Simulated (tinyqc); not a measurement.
Worked calculation: deep level with several charge states, and Shockley-Read-Hall recombination. Values are carried at full precision from step to step, so a last printed digit may differ when a step is redone from the rounded ones.

Energies from Ev. The defect has charge states +1, 0, -1 with weights 1, gm exp((EF - E1)/kT), exp((2 EF - E1 - E2)/kT); the shares are the weights over their sum. Boltzmann carriers: n = Nc exp((EF - Eg)/kT), p = Nv exp(-EF/kT). Neutrality: p - n + Nd + Nt <q> = 0.

Constants: kB = 8.617333262e-05 eV/K.

Inputs chosen for the exercise (gap and densities of states near those of GaN at this temperature; not measured data): Eg = 3.423 eV (gap); Nc = 2.08e+18 1/cm^3 (conduction-band density of states); Nv = 4.45e+19 1/cm^3 (valence-band density of states); T = 300 K; E1 = 1.445 eV (level (+1/0) above Ev); E2 = 2.517 eV (level (0/-1) above Ev); gm = 1 (degeneracy of the middle state, the others 1); Nt = 9e+13 1/cm^3 (defects); Nd = 1.1e+13 1/cm^3 (ionised shallow donors minus acceptors); E_try = 0.717 eV (trial Fermi level); Et = 1.445 eV (recombination level above Ev); sn = 2.1e-16 cm^2 (electron capture cross-section); sp_ = 1.6e-16 cm^2 (hole capture cross-section); vth = 13000000 cm/s (thermal velocity, both carriers); Nm = 4.2e+15 1/cm^3 (equilibrium electrons for the lifetime steps); dn = 1.1e+12 1/cm^3 (excess pairs).

## Charge states at a trial Fermi level

Form the exponents, the shares, the mean charge and the residual of neutrality at EF = E_try.

exponents of the second and third weights: [-28.160, -97.787]

shares: +1 1.0000, 0 0.0000, -1 0.0000

<q> = 1.0000

n, p (1/cm^3): [7.23e-28, 4.01e+07]

residual = 1.01e+14 1/cm^3

The residual is positive, so EF must rise.

## The neutral state

Solve for EF.

EF = 2.4660 eV

shares at EF: +1 0.000, 0 0.878, -1 0.122

n = 174 1/cm^3
p = 1.66e-22 1/cm^3

Without the defects the majority density would be 1.10e+13 1/cm^3; with them the density of these carriers is 1.74e+02, so the defects have removed nearly all of those carriers. Most defects are in the state 0.

## Recombination through one level

One level at Et with degeneracy 1: tn = 1/(sn vth Nt), tp = 1/(sp_ vth Nt), n1 = Nc exp((Et - Eg)/kT), p1 = Nv exp(-Et/kT), ni^2 = n1 p1. Equilibrium n0 = Nm, p0 = ni^2/Nm; n = n0 + dn, p = p0 + dn. U = (n p - ni^2)/(tp (n + n1) + tn (p + p1)), lifetime dn/U; emission rates en = sn vth n1, ep = sp_ vth p1.

Evaluate each quantity.

tn, tp (microsecond): [4.070, 5.342]

n1, p1 (1/cm^3): [1.23e-15, 2.36e-05]

U = 2.06e+17 1/(cm^3 s)
lifetime = 5.34 microsecond

The lifetime is 1.000 times the minority capture time tp and 0.568 times tn + tp, the limit of high injection.

## Emission and generation in a depleted region

With n = p = 0 the level generates pairs at G = Nt en ep/(en + ep); generation lifetime tg = ni/G; current density e G W for a width W = 1 micrometre, e = 1.602176634e-19 C.

en, ep (1/s): [3.35e-24, 4.91e-14]

G = 3.02e-10 1/(cm^3 s)
tg = 5.65e+05 microsecond
current density = 4.83e-33 A/cm^2

The slower step, electron emission, limits the rate: en/ep = 6.82e-11.

## Checks

- U against hole capture minus emission at the steady occupation of the level (1/(cm^3 s)): both 2.059e+17.

Computed by tinyqc, a small Python program: `OMP_NUM_THREADS=1 python tinyqc.py 1680541 1680542 out.jsonl` (the numbers bound the seed that draws the inputs); one thread of a shared host (Intel(R) Xeon(R) Processor @ 2.30GHz), about 0.01 s for the whole set of steps.
